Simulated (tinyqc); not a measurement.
Worked calculation: polytypes by hexagonality, and a cubic inclusion as a quantum well. Values are carried at full precision from step to step, so a last printed digit may differ when a step is redone from the rounded ones.

A layer is h if its two neighbours in the periodic sequence sit on the same site, k otherwise; the hexagonality h is the share of h layers.

Constants: hbar^2/2m0 = 3.80998211 eV angstrom^2.

Values chosen for the exercise (of the order of those of SiC; the results hold for these values, not for the real material): E3 = 2.368 eV (gap of the cubic polytype); E2 = 3.345 eV (gap of 2H); Ev2 = 0.105 eV (valence top of 2H above that of 3C); P2 = -0.0431 C/m^2 (spontaneous polarisation of 2H); Es = 3.288 eV (gap at the hexagonality hs); hs = 0.5 (hexagonality up to which the first line holds); m = (0.299, 0.355) m0 (electron mass along c in the cubic layer and in the host); d = 2.521 angstrom (thickness of a double layer); eps = 10.3 (dielectric constant); N = 6 (double layers in the cubic inclusion).

## Hexagonality

Stacking sequences:
```
polytype               sequence
2H                           AB
9R                    ABCBCACAB
6H                       ABCACB
15R             ABCACBCABACABCB
21R       ABCACBACABCBACBCABACB
```

Give the h/k string and h of each.

Hexagonality:
```
polytype             h/k string       h
2H                           hh  1.0000
9R                    hkhhkhhkh  0.6667
6H                       hkkhkk  0.3333
15R             hkkhkhkkhkhkkhk  0.4000
21R       hkkhkkkhkkhkkkhkkhkkk  0.2857
```

## Gaps and band edges

Gap: E3 + (Es - E3) h/hs for h up to hs, then linear from Es to E2 at h = 1. Valence top Ev2 h and polarisation P2 h, both counted from 3C; Ec = Ev + gap.

Evaluate for each polytype.

Results:
```
polytype  gap (eV)  Ev (eV)  Ec (eV)  P (C/m^2)
2H          3.3450   0.1050   3.4500   -0.04310
9R          3.3070   0.0700   3.3770   -0.02873
6H          2.9813   0.0350   3.0163   -0.01437
15R         3.1040   0.0420   3.1460   -0.01724
21R         2.8937   0.0300   2.9237   -0.01231
```

The widest gap is that of 2H, the narrowest that of 21R. Ev and Ec both rise with h, so 3C collects electrons and the more hexagonal side holes: a staggered line-up.

## The bound level without the field

A cubic inclusion of width L = N d in the host (h = 0.4) is a well of depth V = Ec(host) - Ec(3C). Square well with mass mismatch: k tan(k L/2) = (m_w/m_b) q, k = sqrt(m_w E/c), q = sqrt(m_b (V - E)/c), c = hbar^2/2m0, lowest root. The depth of the level, V - E, is its binding, and the transition to the valence top of the host is gap(host) - (V - E). The step in polarisation gives a field |F| = |P|/(eps eps0) in a thin inclusion, eps0 = 8.8541878e-12 F/m.

Give V, L, the level E, its depth below the host conduction edge and the transition to the valence top of the host, gap(host) - (V - E).

V = 0.7780 eV
L = 15.126 angstrom
E above the bottom = 0.2139 eV
depth below the host edge = 0.5641 eV
transition = 2.5399 eV

The level keeps 73 % of the well depth. The transition lies above the gap of 3C itself (2.368 eV).

## The polarisation field

Give |F|, the drop |F| L, the bound charge |P|/e per cm^2 (e = 1.602176634e-19 C), and, as a first estimate, the shift -|F| L/2 of the transition for an electron centred in the layer and a hole in the host on the high side.

|F| = 1.890 MV/cm
drop = 285.9 meV
bound charge = 1.08e+13 cm^-2
estimated shift = -143.0 meV

The drop is 37 % of the well depth. The host edge on the low side sinks by 143 meV against the centre, less than the 564 meV by which the flat well binds.

## Checks

- Square-well root against finite differences on a grid of 0.5 angstrom (eV): both 0.214.

(tinyqc, `OMP_NUM_THREADS=1 python tinyqc.py 1880477 1880478 out.jsonl`, Intel(R) Xeon(R) Processor @ 2.30GHz, 1 thread, shared host, about 0.04 s.)
